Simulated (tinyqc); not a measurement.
Quantum point contact as a saddle point: one step of the calculation.

Potential V0 - m wx^2 x^2/2 + m wy^2 y^2/2; energies are counted from V0. Mode n = 0, 1, ... transmits T_n(E) = 1/(1 + exp(-2 pi (E - E_n)/wx)), E_n = wy (n + 1/2); each mode carries 2 q^2/h.

Problem. Thermal average on a coarse grid. g(T) = int g(E) (-df/dE) dE = int g(mu + x kB T) dx/(4 cosh^2(x/2)), g(E) the zero-temperature value at E, g = G/(2 q^2/h). Simpson's rule on nE equally spaced x from -xm to xm.

Inputs (values chosen for the exercise): temperature T = 1 K; transverse quantum hbar wy wy = 2.5 meV; curvature of the barrier hbar wx wx = 2.2 meV; Fermi level above the saddle point mu = 3.15 meV; points of the energy grid nE = 13; half-range of the grid in kB T xm = 8.

Constants: q = 1.602176634e-19 C, kB = 1.380649e-23 J/K, Vt = kB T/q. Results are converted to the units shown.

Give: x; E; g(E); weight; integral of the weight; g(T); g(T) divided by the integral of the weight.

Solution.

```
point        x  E (meV)    g(E)   weight
0      -8.0000   2.4606  0.9940  0.00034
1      -6.6667   2.5755  1.0116  0.00127
2      -5.3333   2.6904  1.0302  0.00478
3      -4.0000   2.8053  1.0515  0.01766
4      -2.6667   2.9202  1.0772  0.06075
5      -1.3333   3.0351  1.1089  0.16509
6       0.0000   3.1500  1.1485  0.25000
7       1.3333   3.2649  1.1972  0.16509
8       2.6667   3.3798  1.2558  0.06075
9       4.0000   3.4947  1.3241  0.01766
10      5.3333   3.6096  1.4004  0.00478
11      6.6667   3.7245  1.4817  0.00127
12      8.0000   3.8394  1.5639  0.00034
```

integral of the weight = 0.99332
g(T) = 1.1490
g(T) divided by the integral of the weight = 1.1567

tinyqc, about 0.03 s, one thread, Intel Xeon 2.30GHz (shared host): `OMP_NUM_THREADS=1 python tinyqc.py 2740022 2740023 out.jsonl`
